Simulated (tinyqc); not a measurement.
From results back to parameters: double quantum well by finite differences. Two cases, with inputs chosen for the exercise.

Problem. In the two-level picture of a symmetric double well the splitting in a field is D(F) = sqrt(D0^2 + (e F dc)^2), and the lower state has weight (1 + e F dc/D)/2 in the lower well; 1 kV/cm = 1e-5 eV/angstrom. D0 comes from the zero-field run; D(F) was computed from a hidden field.

Find: e F dc; F; weight in the lower well.

Method. e F dc = sqrt(D^2 - D0^2).

Case 1.

Values chosen (out of a larger set: near those of a non-polar GaN well in AlGaN; not measured data): dc = 48 angstrom (distance between the well centres).

D0 = 7.6805 meV
D(F) = 16.7453 meV

Solution.

e F dc = 14.88 meV
F = 31.0 kV/cm
weight in the lower well = 0.944

Case 2.

Values chosen (out of a larger set: near those of a strained Si well in SiGe; not measured data): dc = 20 angstrom (distance between the well centres).

D0 = 34.8470 meV
D(F) = 85.4302 meV

Solution.

e F dc = 78.00 meV
F = 390 kV/cm
weight in the lower well = 0.957

Computed by tinyqc, one run a case: `OMP_NUM_THREADS=1 python tinyqc.py N N+1 out.jsonl` with N = 1282417, 1282697; one thread of a shared Intel(R) Xeon(R) Processor @ 2.30GHz, about 0.06 s a run at most.
